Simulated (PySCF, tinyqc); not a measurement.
Worked calculation: RHF in the 3-21g basis, for H3-, spin multiplicity 1. The basis has no diffuse functions, so it cannot describe the extra electron: this is an exercise in the method, not the real anion. The lowest restricted solution is unstable here: a spin-polarised one lies 0.0003 hartree lower (PySCF). Computed by tinyqc, a small Python program that keeps every step (integrals from PySCF). Settings: charge = -1, multiplicity = 1, basis = 3-21g, energy threshold = 1e-10, iteration cap = 86, orthogonalisation = symmetric, start = highest core orbitals, DIIS depth = 6, method = RHF. Command: `OMP_NUM_THREADS=1 python tinyqc.py 30899 30900 out.jsonl` (the two numbers bound the seeds that draw the settings). One thread of a shared host (Intel(R) Xeon(R) Processor @ 2.60GHz), about 0.07 s of CPU time with the checks. Later iterations appear only in the table of the cycle.

## One-electron integrals

Geometry (angstrom):
```
atom         x         y          z
H     0.000000  0.000000   0.000000
H     0.000000  0.000000   1.231000
H     0.000000  1.193000  -0.306000
```

Basis 3-21g: exponents (1/bohr^2) and contraction coefficients of normalised primitives:
```
element  l (shell)  exponent  coefficient
H            s (1)  5.447178     0.156285
H            s (1)  0.824547     0.904691
H            s (2)  0.183192     1.000000
```

Overlap, kinetic and nuclear-attraction integrals over the contracted functions; the nuclear repulsion is the sum of Za Zb / Rab.

nuclear repulsion = 1.13151311 hartree

overlap S, order 1H 1s, 1H 2s, 2H 1s, 2H 2s, 3H 1s, 3H 2s:
```
[[1.000000, 0.645899, 0.091180, 0.284992, 0.090970, 0.284757],
 [0.645899, 1.000000, 0.284992, 0.609164, 0.284757, 0.608861],
 [0.091180, 0.284992, 1.000000, 0.645899, 0.003118, 0.083797],
 [0.284992, 0.609164, 0.645899, 1.000000, 0.083797, 0.289889],
 [0.090970, 0.284757, 0.003118, 0.083797, 1.000000, 0.645899],
 [0.284757, 0.608861, 0.083797, 0.289889, 0.645899, 1.000000]]
```

kinetic energy T (hartree), order 1H 1s, 1H 2s, 2H 1s, 2H 2s, 3H 1s, 3H 2s:
```
[[1.549405, 0.293152, -0.064084, 0.058667, -0.064102, 0.058548],
 [0.293152, 0.274788, 0.058667, 0.112078, 0.058548, 0.111966],
 [-0.064084, 0.058667, 1.549405, 0.293152, -0.010554, -0.013702],
 [0.058667, 0.112078, 0.293152, 0.274788, -0.013702, 0.013900],
 [-0.064102, 0.058548, -0.010554, -0.013702, 1.549405, 0.293152],
 [0.058548, 0.111966, -0.013702, 0.013900, 0.293152, 0.274788]]
```

nuclear attraction V (hartree), order 1H 1s, 1H 2s, 2H 1s, 2H 2s, 3H 1s, 3H 2s:
```
[[-2.580437, -1.337333, -0.187251, -0.587908, -0.186761, -0.587385],
 [-1.337333, -1.502665, -0.556890, -0.923572, -0.556348, -0.923056],
 [-0.187251, -0.556890, -2.422762, -1.235736, -0.005563, -0.159758],
 [-0.587908, -0.923572, -1.235736, -1.364443, -0.159737, -0.437029],
 [-0.186761, -0.556348, -0.005563, -0.159737, -2.422547, -1.235599],
 [-0.587385, -0.923056, -0.159758, -0.437029, -1.235599, -1.364284]]
```

core Hamiltonian H = T + V (hartree), order 1H 1s, 1H 2s, 2H 1s, 2H 2s, 3H 1s, 3H 2s:
```
[[-1.031032, -1.044181, -0.251334, -0.529241, -0.250863, -0.528837],
 [-1.044181, -1.227877, -0.498223, -0.811495, -0.497801, -0.811090],
 [-0.251334, -0.498223, -0.873358, -0.942585, -0.016118, -0.173460],
 [-0.529241, -0.811495, -0.942585, -1.089655, -0.173439, -0.423129],
 [-0.250863, -0.497801, -0.016118, -0.173439, -0.873142, -0.942447],
 [-0.528837, -0.811090, -0.173460, -0.423129, -0.942447, -1.089496]]
```

## Two-electron integrals

Functions are numbered as in S; the eight-fold symmetry (ij|kl) = (ji|kl) = (kl|ij) leaves the list below.

Two-electron integrals (ij|kl) in chemists' order, unique and non-zero (hartree):
```
(11|11) 1.140145   (21|11) 0.611403   (21|21) 0.345152   (22|11) 0.626370
(22|21) 0.380329   (22|22) 0.482957   (31|11) 0.069420   (31|21) 0.041347
(31|22) 0.049591   (31|31) 0.008492   (32|11) 0.144500   (32|21) 0.091062
(32|22) 0.125044   (32|31) 0.020879   (32|32) 0.066661   (33|11) 0.429045
(33|21) 0.275555   (33|22) 0.400561   (33|31) 0.069420   (33|32) 0.259018
(33|33) 1.140145   (41|11) 0.259018   (41|21) 0.147571   (41|22) 0.165146
(41|31) 0.020879   (41|32) 0.047003   (41|33) 0.144500   (41|41) 0.066661
(42|11) 0.334475   (42|21) 0.206069   (42|22) 0.271601   (42|31) 0.034303
(42|32) 0.096962   (42|33) 0.334475   (42|41) 0.096962   (42|42) 0.179216
(43|11) 0.275555   (43|21) 0.176143   (43|22) 0.253674   (43|31) 0.041347
(43|32) 0.147571   (43|33) 0.611403   (43|41) 0.091062   (43|42) 0.206069
(43|43) 0.345152   (44|11) 0.400561   (44|21) 0.253674   (44|22) 0.361479
(44|31) 0.049591   (44|32) 0.165146   (44|33) 0.626370   (44|41) 0.125044
(44|42) 0.271601   (44|43) 0.380329   (44|44) 0.482957   (51|11) 0.069239
(51|21) 0.041242   (51|22) 0.049471   (51|31) 0.004453   (51|32) 0.010410
(51|33) 0.031938   (51|41) 0.017038   (51|42) 0.025498   (51|43) 0.020605
(51|44) 0.031068   (51|51) 0.008453   (52|11) 0.144320   (52|21) 0.090952
(52|22) 0.124910   (52|31) 0.010424   (52|32) 0.026709   (52|33) 0.084651
(52|41) 0.037984   (52|42) 0.065187   (52|43) 0.054646   (52|44) 0.083518
(52|51) 0.020811   (52|52) 0.066551   (53|11) 0.002056   (53|21) 0.001261
(53|22) 0.001597   (53|31) 0.000211   (53|32) 0.000530   (53|33) 0.001672
(53|41) 0.000605   (53|42) 0.001032   (53|43) 0.001055   (53|44) 0.001434
(53|51) 0.000210   (53|52) 0.000529   (53|53) 0.000010   (54|11) 0.043612
(54|21) 0.027405   (54|22) 0.037329   (54|31) 0.003390   (54|32) 0.008742
(54|33) 0.027683   (54|41) 0.011815   (54|42) 0.020592   (54|43) 0.017850
(54|44) 0.026961   (54|51) 0.006092   (54|52) 0.018955   (54|53) 0.000180
(54|54) 0.005712   (55|11) 0.428834   (55|21) 0.275424   (55|22) 0.400419
(55|31) 0.032004   (55|32) 0.084714   (55|33) 0.271977   (55|41) 0.115248
(55|42) 0.208363   (55|43) 0.175665   (55|44) 0.270887   (55|51) 0.069239
(55|52) 0.258795   (55|53) 0.001672   (55|54) 0.071807   (55|55) 1.140145
(61|11) 0.258795   (61|21) 0.147445   (61|22) 0.165008   (61|31) 0.017067
(61|32) 0.037997   (61|33) 0.115201   (61|41) 0.062282   (61|42) 0.087892
(61|43) 0.073850   (61|44) 0.107671   (61|51) 0.020811   (61|52) 0.046912
(61|53) 0.000604   (61|54) 0.014048   (61|55) 0.144320   (61|61) 0.066551
(62|11) 0.334267   (62|21) 0.205944   (62|22) 0.271445   (62|31) 0.025544
(62|32) 0.065217   (62|33) 0.208303   (62|41) 0.087913   (62|42) 0.148124
(62|43) 0.133133   (62|44) 0.195674   (62|51) 0.034207   (62|52) 0.096829
(62|53) 0.001032   (62|54) 0.028433   (62|55) 0.334267   (62|61) 0.096829
(62|62) 0.179038   (63|11) 0.043630   (63|21) 0.027416   (63|22) 0.037339
(63|31) 0.006107   (63|32) 0.018970   (63|33) 0.071807   (63|41) 0.014064
(63|42) 0.028448   (63|43) 0.041441   (63|44) 0.047417   (63|51) 0.003384
(63|52) 0.008736   (63|53) 0.000180   (63|54) 0.002908   (63|55) 0.027683
(63|61) 0.011810   (63|62) 0.020585   (63|63) 0.005712   (64|11) 0.149771
(64|21) 0.092845   (64|22) 0.124394   (64|31) 0.014357   (64|32) 0.039883
(64|33) 0.134142   (64|41) 0.042728   (64|42) 0.078728   (64|43) 0.084007
(64|44) 0.115772   (64|51) 0.014326   (64|52) 0.039852   (64|53) 0.000558
(64|54) 0.012618   (64|55) 0.134142   (64|61) 0.042695   (64|62) 0.078695
(64|63) 0.012618   (64|64) 0.040586   (65|11) 0.275424   (65|21) 0.176065
(65|22) 0.253590   (65|31) 0.020648   (65|32) 0.054686   (65|33) 0.175665
(65|41) 0.073882   (65|42) 0.133173   (65|43) 0.113442   (65|44) 0.174477
(65|51) 0.041242   (65|52) 0.147445   (65|53) 0.001055   (65|54) 0.041441
(65|55) 0.611403   (65|61) 0.090952   (65|62) 0.205944   (65|63) 0.017850
(65|64) 0.084007   (65|65) 0.345152   (66|11) 0.400419   (66|21) 0.253590
(66|22) 0.361387   (66|31) 0.031133   (66|32) 0.083581   (66|33) 0.270887
(66|41) 0.107727   (66|42) 0.195739   (66|43) 0.174477   (66|44) 0.264894
(66|51) 0.049471   (66|52) 0.165008   (66|53) 0.001434   (66|54) 0.047417
(66|55) 0.626370   (66|61) 0.124910   (66|62) 0.271445   (66|63) 0.026961
(66|64) 0.115772   (66|65) 0.380329   (66|66) 0.482957
```

## Orthogonalisation

S = U s U^T; symmetric (Loewdin) form X = U s^(-1/2) U^T, so that X^T S X = 1.

eigenvalues of S: [0.157622, 0.273394, 0.395794, 0.986177, 1.433599, 2.753414]

X, order 1H 1s, 1H 2s, 2H 1s, 2H 2s, 3H 1s, 3H 2s:
```
[[1.253330, -0.530603, 0.027495, 0.031200, 0.027544, 0.031217],
 [-0.530603, 1.762667, -0.001347, -0.482913, -0.001323, -0.482583],
 [0.027495, -0.001347, 1.242402, -0.483166, 0.001691, 0.038796],
 [0.031200, -0.482913, -0.483166, 1.482568, 0.038770, -0.024573],
 [0.027544, -0.001323, 0.001691, 0.038770, 1.242402, -0.483165],
 [0.031217, -0.482583, 0.038796, -0.024573, -0.483165, 1.482279]]
```

## Starting guess

The start is the highest orbitals of the core Hamiltonian (a deliberately bad start); D = 2 C_occ C_occ^T.

D at the start, order 1H 1s, 1H 2s, 2H 1s, 2H 2s, 3H 1s, 3H 2s:
```
[[0.388548, -0.097697, 0.744184, -0.633793, 0.746294, -0.635987],
 [-0.097697, 0.024566, -0.185771, 0.157830, -0.188993, 0.161441],
 [0.744184, -0.185771, 3.000864, -3.004470, -0.141816, 0.567781],
 [-0.633793, 0.157830, -3.004470, 3.068788, 0.568292, -0.992220],
 [0.746294, -0.188993, -0.141816, 0.568292, 3.000290, -3.002525],
 [-0.635987, 0.161441, 0.567781, -0.992220, -3.002525, 3.065330]]
```

## Iteration 1: building the Fock matrix

J_ij = sum D_kl (ij|kl), K_ij = sum D_kl (ik|jl); F = H + J - 0.5 K; E = tr D H + tr D J / 2 - 0.25 tr D K + E_nn.

Coulomb J (hartree), order 1H 1s, 1H 2s, 2H 1s, 2H 2s, 3H 1s, 3H 2s:
```
[[1.515732, 0.962312, 0.160357, 0.442766, 0.159964, 0.442382],
 [0.962312, 1.399924, 0.528419, 0.918080, 0.527934, 0.917594],
 [0.160357, 0.528419, 2.096166, 1.203237, 0.005403, 0.154271],
 [0.442766, 0.918080, 1.203237, 1.503348, 0.154258, 0.451647],
 [0.159964, 0.527934, 0.005403, 0.154258, 2.095946, 1.203114],
 [0.442382, 0.917594, 0.154271, 0.451647, 1.203114, 1.503212]]
```

exchange K (hartree), order 1H 1s, 1H 2s, 2H 1s, 2H 2s, 3H 1s, 3H 2s:
```
[[0.067276, 0.009084, 0.046939, -0.000080, 0.046992, -0.000148],
 [0.009084, 0.080507, 0.032419, 0.080469, 0.032310, 0.080433],
 [0.046939, 0.032419, 0.823812, 0.102803, -0.001210, 0.001233],
 [-0.000080, 0.080469, 0.102803, 0.167955, 0.001206, 0.040119],
 [0.046992, 0.032310, -0.001210, 0.001206, 0.823750, 0.102814],
 [-0.000148, 0.080433, 0.001233, 0.040119, 0.102814, 0.167899]]
```

Fock matrix F (hartree), order 1H 1s, 1H 2s, 2H 1s, 2H 2s, 3H 1s, 3H 2s:
```
[[0.451061, -0.086410, -0.114447, -0.086435, -0.114395, -0.086380],
 [-0.086410, 0.131793, 0.013987, 0.066351, 0.013979, 0.066288],
 [-0.114447, 0.013987, 0.810903, 0.209251, -0.010110, -0.019806],
 [-0.086435, 0.066351, 0.209251, 0.329715, -0.019784, 0.008459],
 [-0.114395, 0.013979, -0.010110, -0.019784, 0.810929, 0.209260],
 [-0.086380, 0.066288, -0.019806, 0.008459, 0.209260, 0.329766]]
```

total energy of this density = 3.37887891 hartree

## Iteration 1: diagonalisation and new density

Diagonalise F' = X^T F X, C = X C', fill 2 alpha and 2 beta electrons from the bottom; D = 2 C_occ C_occ^T. Each column has its largest component positive (the first on a tie).

F' = X^T F X (hartree):
```
[[0.828586, -0.499958, -0.079439, -0.029264, -0.079330, -0.029157],
 [-0.499958, 0.541511, -0.017372, -0.110880, -0.017307, -0.110914],
 [-0.079439, -0.017372, 1.070382, -0.285201, 0.015676, 0.008497],
 [-0.029264, -0.110880, -0.285201, 0.553931, 0.008488, -0.039053],
 [-0.079330, -0.017307, 0.015676, 0.008488, 1.070420, -0.285277],
 [-0.029157, -0.110914, 0.008497, -0.039053, -0.285277, 0.553935]]
```

orbital energies (hartree): [0.074304, 0.450253, 0.491629, 1.110261, 1.197458, 1.294861]

coefficients C, order 1H 1s, 1H 2s, 2H 1s, 2H 2s, 3H 1s, 3H 2s:
```
[[0.305009, -0.000273, 0.155169, 0.921151, 0.000656, -0.943510],
 [0.689921, -0.000807, 1.013861, -0.892040, -0.000682, 1.246991],
 [0.048768, -0.051457, -0.006818, 0.689801, -0.950383, 0.628611],
 [0.048186, -0.796130, -0.914553, -0.233297, 0.797824, -0.710099],
 [0.048715, 0.051512, -0.006791, 0.689220, 0.950403, 0.629218],
 [0.048239, 0.798136, -0.912169, -0.232753, -0.797559, -0.710557]]
```

D after iteration 1, order 1H 1s, 1H 2s, 2H 1s, 2H 2s, 3H 1s, 3H 2s:
```
[[0.186061, 0.420864, 0.029778, 0.029829, 0.029689, 0.028991],
 [0.420864, 0.951983, 0.067375, 0.067774, 0.067136, 0.065274],
 [0.029778, 0.067375, 0.010052, 0.086632, -0.000550, -0.077434],
 [0.029829, 0.067774, 0.086632, 1.272289, -0.077325, -1.266191],
 [0.029689, 0.067136, -0.000550, -0.077325, 0.010053, 0.086927],
 [0.028991, 0.065274, -0.077434, -1.266191, 0.086927, 1.278697]]
```

## Iteration 2: building the Fock matrix

As before.

Coulomb J (hartree), order 1H 1s, 1H 2s, 2H 1s, 2H 2s, 3H 1s, 3H 2s:
```
[[2.222710, 1.337990, 0.186982, 0.591388, 0.186601, 0.590949],
 [1.337990, 1.719158, 0.513901, 1.027332, 0.513779, 1.027108],
 [0.186982, 0.513901, 1.772104, 1.099476, 0.006066, 0.151898],
 [0.591388, 1.027332, 1.099476, 1.500240, 0.151971, 0.483345],
 [0.186601, 0.513779, 0.006066, 0.151971, 1.773540, 1.100295],
 [0.590949, 1.027108, 0.151898, 0.483345, 1.100295, 1.501099]]
```

exchange K (hartree), order 1H 1s, 1H 2s, 2H 1s, 2H 2s, 3H 1s, 3H 2s:
```
[[1.158725, 1.021618, 0.267532, 0.559470, 0.266924, 0.558822],
 [1.021618, 1.081658, 0.373931, 0.668497, 0.373884, 0.668397],
 [0.267532, 0.373931, 0.594669, 0.612963, -0.065881, 0.029448],
 [0.559470, 0.668497, 0.612963, 0.785914, 0.029554, 0.202075],
 [0.266924, 0.373884, -0.065881, 0.029554, 0.596148, 0.614364],
 [0.558822, 0.668397, 0.029448, 0.202075, 0.614364, 0.787412]]
```

Fock matrix F (hartree), order 1H 1s, 1H 2s, 2H 1s, 2H 2s, 3H 1s, 3H 2s:
```
[[0.612315, -0.217000, -0.198119, -0.217588, -0.197724, -0.217299],
 [-0.217000, -0.049548, -0.171287, -0.118411, -0.170964, -0.118180],
 [-0.198119, -0.171287, 0.601411, -0.149590, 0.022889, -0.036286],
 [-0.217588, -0.118411, -0.149590, 0.017627, -0.036245, -0.040822],
 [-0.197724, -0.170964, 0.022889, -0.036245, 0.602324, -0.149334],
 [-0.217299, -0.118180, -0.036286, -0.040822, -0.149334, 0.017896]]
```

total energy of this density = -1.27000659 hartree

## Iteration 2: DIIS over 2 matrices

error matrix X^T (FDS - SDF) X:
```
[[0.000000, 0.140293, 0.143777, 0.131369, 0.142981, 0.130648],
 [-0.140293, 0.000000, 0.159123, 0.098270, 0.158555, 0.097998],
 [-0.143777, -0.159123, 0.000000, -0.227865, 0.000124, 0.132242],
 [-0.131369, -0.098270, 0.227865, 0.000000, -0.131806, 0.000255],
 [-0.142981, -0.158555, -0.000124, 0.131806, 0.000000, -0.228323],
 [-0.130648, -0.097998, -0.132242, -0.000255, 0.228323, 0.000000]]
```

B (overlaps of the stored error matrices):
```
[[7.3411600e-01, 3.8593994e-01],
 [3.8593994e-01, 6.0751895e-01]]
```

Minimise |sum c_i e_i|^2 with sum c_i = 1: solve [B -1; -1 0][c; lambda] = [0; -1] with B_ij = tr e_i^T e_j, and take F = sum c_i F_i.

DIIS coefficients: [0.388902, 0.611098]

extrapolated F (hartree), order 1H 1s, 1H 2s, 2H 1s, 2H 2s, 3H 1s, 3H 2s:
```
[[0.549603, -0.166213, -0.165578, -0.166582, -0.165317, -0.166385],
 [-0.166213, 0.020976, -0.099234, -0.046557, -0.099039, -0.046440],
 [-0.165578, -0.099234, 0.682883, -0.010036, 0.010055, -0.029877],
 [-0.166582, -0.046557, -0.010036, 0.138999, -0.029843, -0.021656],
 [-0.165317, -0.099039, 0.010055, -0.029843, 0.683451, -0.009876],
 [-0.166385, -0.046440, -0.029877, -0.021656, -0.009876, 0.139183]]
```

## Iteration 2: diagonalisation and new density

As before.

F' = X^T F X (hartree):
```
[[1.051451, -0.627975, -0.068717, -0.070087, -0.068437, -0.069947],
 [-0.627975, 0.573607, -0.075023, -0.138249, -0.074908, -0.138156],
 [-0.068717, -0.075023, 1.090252, -0.485911, 0.036438, 0.033683],
 [-0.070087, -0.138249, -0.485911, 0.500344, 0.033665, -0.016743],
 [-0.068437, -0.074908, 0.036438, 0.033665, 1.090979, -0.486143],
 [-0.069947, -0.138156, 0.033683, -0.016743, -0.486143, 0.500426]]
```

orbital energies (hartree): [-0.068886, 0.200679, 0.458907, 1.353772, 1.370636, 1.491953]

coefficients C, order 1H 1s, 1H 2s, 2H 1s, 2H 2s, 3H 1s, 3H 2s:
```
[[0.240644, 0.000002, 0.146686, 0.313791, 0.007446, -1.295334],
 [0.525552, 0.000116, 1.181885, -0.059433, -0.001561, 1.475817],
 [0.102770, -0.141024, -0.069208, 0.928537, -0.920053, 0.188042],
 [0.177993, -0.717807, -0.849691, -0.666931, 0.854309, -0.473495],
 [0.102485, 0.141056, -0.069104, 0.885008, 0.962000, 0.188199],
 [0.177406, 0.718609, -0.848735, -0.626483, -0.884083, -0.473562]]
```

D after iteration 2, order 1H 1s, 1H 2s, 2H 1s, 2H 2s, 3H 1s, 3H 2s:
```
[[0.115819, 0.252941, 0.049461, 0.085663, 0.049325, 0.085387],
 [0.252941, 0.552410, 0.107989, 0.186923, 0.107755, 0.186639],
 [0.049461, 0.107989, 0.060899, 0.239041, -0.018720, -0.166218],
 [0.085663, 0.186923, 0.239041, 1.093858, -0.166019, -0.968492],
 [0.049325, 0.107755, -0.018720, -0.166019, 0.060800, 0.239091],
 [0.085387, 0.186639, -0.166218, -0.968492, 0.239091, 1.095744]]
```

## Iteration 9 (converged): orbitals

converged F (hartree), order 1H 1s, 1H 2s, 2H 1s, 2H 2s, 3H 1s, 3H 2s:
```
[[0.575820, -0.194713, -0.217673, -0.224319, -0.217401, -0.224163],
 [-0.194713, -0.054213, -0.205633, -0.144141, -0.205454, -0.144046],
 [-0.217673, -0.205633, 0.612114, -0.186457, 0.008144, -0.068126],
 [-0.224319, -0.144141, -0.186457, -0.004201, -0.068101, -0.080829],
 [-0.217401, -0.205454, 0.008144, -0.068101, 0.612348, -0.186325],
 [-0.224163, -0.144046, -0.068126, -0.080829, -0.186325, -0.004049]]
```

As before.

F' = X^T F X (hartree):
```
[[1.104586, -0.631958, -0.074803, -0.105072, -0.074488, -0.105006],
 [-0.631958, 0.579664, -0.125803, -0.165738, -0.125749, -0.165659],
 [-0.074803, -0.125803, 1.155847, -0.668247, 0.051966, 0.036641],
 [-0.105072, -0.165738, -0.668247, 0.492327, 0.036621, -0.032509],
 [-0.074488, -0.125749, 0.051966, 0.036621, 1.156078, -0.668299],
 [-0.105006, -0.165659, 0.036641, -0.032509, -0.668299, 0.492328]]
```

orbital energies (hartree): [-0.216171, 0.052350, 0.472365, 1.525585, 1.570216, 1.576487]

coefficients C, order 1H 1s, 1H 2s, 2H 1s, 2H 2s, 3H 1s, 3H 2s:
```
[[0.208548, -0.000017, 0.157763, -1.322430, 0.196436, 0.006853],
 [0.368215, 0.000120, 1.263206, 1.454593, 0.086692, -0.001671],
 [0.143954, -0.181845, -0.073632, 0.105638, 0.932058, -0.916610],
 [0.270581, -0.679444, -0.803995, -0.405813, -0.731660, 0.886830],
 [0.143747, 0.181949, -0.073584, 0.109841, 0.895899, 0.951522],
 [0.270196, 0.679887, -0.803247, -0.409805, -0.696667, -0.912592]]
```

D after iteration 9, order 1H 1s, 1H 2s, 2H 1s, 2H 2s, 3H 1s, 3H 2s:
```
[[0.086985, 0.153581, 0.060049, 0.112882, 0.059950, 0.112675],
 [0.153581, 0.271164, 0.105968, 0.199101, 0.105903, 0.199144],
 [0.060049, 0.105968, 0.107581, 0.325009, -0.024787, -0.169476],
 [0.112882, 0.199101, 0.325009, 1.069716, -0.169457, -0.777670],
 [0.059950, 0.105903, -0.024787, -0.169457, 0.107537, 0.325089],
 [0.112675, 0.199144, -0.169476, -0.777670, 0.325089, 1.070505]]
```

## Convergence

Stop when the energy changes by less than 1e-10 hartree and every element of the error matrix X^T (F D S - S D F) X is below 3e-06.

Course of the cycle:
```
iteration  E (hartree)     change  largest element of the error matrix
1           3.37887891          -                             4.07e-01
2          -1.27000659  -4.65e+00                             2.28e-01
3          -1.43411242  -1.64e-01                             9.03e-02
4          -1.46629750  -3.22e-02                             6.16e-03
5          -1.46643626  -1.39e-04                             9.60e-04
6          -1.46644000  -3.75e-06                             7.52e-05
7          -1.46644003  -2.18e-08                             5.32e-06
8          -1.46644003  -1.33e-10                             1.85e-07
9          -1.46644003  -1.43e-13                             4.74e-08
```

PySCF RHF in the same basis = -1.46644003 hartree

Converged in 9 iterations.

## Populations, bond orders and dipole

Mulliken: Z minus the diagonal of D S on the atom; Loewdin: the same with S^(1/2) D S^(1/2); Mayer order: 2 sum_s sum (D(s) S)_ij (D(s) S)_ji over the two atoms.

Charges (e):
```
atom   Mulliken    Loewdin
1H     0.065378   0.083136
2H    -0.532357  -0.541236
3H    -0.533021  -0.541901
```

Mayer bond orders:
```
pair     order
2-1   0.498199
3-1   0.497527
3-2   0.162729
```

dipole moment about the origin, x y z (debye): [0.000000, -3.047158, -2.358531]
